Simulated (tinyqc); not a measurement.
# Input admittance of a MOSFET at zero drain bias: distributed channel and distributed gate: input impedance against frequency

Source and drain grounded, strong inversion, w = 2 pi f, Cox = eps0 eox/tox. The channel is an RC line of resistance 1/(mu Cox Vo) per square fed from both ends, so one finger has the intrinsic admittance y = i w Cox L tanh(g)/g per width, g = (1/2) sqrt(i w tau), tau = L^2/(mu Vo). The vertical resistance rv/L is in series with y, the overlaps 2 i w Cov in parallel: y_t = 1/(1/y + rv/L) + 2 i w Cov. The gate strip is a line of Rsh/L per length loaded by y_t, so a finger has Y = y_t Wf tanh(k)/k, k = (Wf/sd) sqrt(y_t Rsh/L); the device has Nf Y.

Low-frequency limits, with c = Cox L and ct = c + 2 Cov: R_strip = Rsh Wf/(3 sd^2 L Nf), R_ch = (c/ct)^2 L/(12 mu Cox Vo Wf Nf), R_vert = (c/ct)^2 rv/(L Wf Nf), C = ct Wf Nf. Z = 1/(Nf Y) = R + 1/(i w C), Q = |Im Z|/R, far-point signal |1/cosh k|.

Parameters, values chosen for the exercise; values of the order met in silicon radio-frequency transistors: relative permittivity of the gate insulator (close to silicon dioxide) eox = 3.9; insulator thickness tox = 2.4 nm; channel length L = 0.21 um; finger width Wf = 2.5 um; number of fingers Nf = 32; channel mobility mu = 140 cm^2/(V s); gate overdrive Vo = 0.51 V; sheet resistance of the gate Rsh = 4.8 ohm/square; vertical resistivity of the gate stack rv = 11 ohm um^2; number of ends at which a finger is contacted sd = 1; overlap and fringe capacitance on each side Cov = 0.4 fF/um.

Constants: eps0 = 8.8541878128e-14 F/cm where lengths are in cm. Results are converted to the units shown.

The same in every row: low-frequency R (ohm) = 2.3357.

Result of one run:
```
f (GHz)	w tau	|k|	R (ohm)	C (fF)	Q	signal at the far point
100	3.8808	0.55966	2.2957	291.92	2.3749	0.94840
```

What becomes of these results when the frequency f is changed from 100 to 0.1 GHz, all else the same?

Result of the changed run:
```
f (GHz)	w tau	|k|	R (ohm)	C (fF)	Q	signal at the far point
0.1	0.0038808	0.018521	2.3357	305.72	2228.8	1.0000
```

The whole series:
```
f (GHz)	w tau	|k|	R (ohm)	C (fF)	Q	signal at the far point
0.1	0.0038808	0.018521	2.3357	305.72	2228.8	1.0000
0.4	0.015523	0.037041	2.3357	305.72	557.21	1.0000
1	0.038808	0.058567	2.3357	305.72	222.89	0.99999
3	0.11642	0.10144	2.3357	305.71	74.299	0.99994
7	0.27166	0.15492	2.3355	305.65	31.851	0.99967
20	0.77616	0.26139	2.3340	305.13	11.174	0.99735
40	1.5523	0.36746	2.3291	303.37	5.6314	0.98975
100	3.8808	0.55966	2.2957	291.92	2.3749	0.94840
300	11.642	0.80536	2.0503	225.89	1.1455	0.83282
```

R falls from 2.34 to 2.05 ohm and C falls from 306 to 226 fF. Q goes as f^(-1.00) between the first two rows and f^(-0.66) between the last two, where w tau = 11.6 and |k| = 0.805. The low-frequency limits hold both R and C within 5 % up to f = 100 GHz among the rows.

Computed by the program tinyqc: `OMP_NUM_THREADS=1 python tinyqc.py 2262010 2262011 out.jsonl`, one thread of a shared Intel Xeon 2.30GHz, about 0.01 s for the whole run.
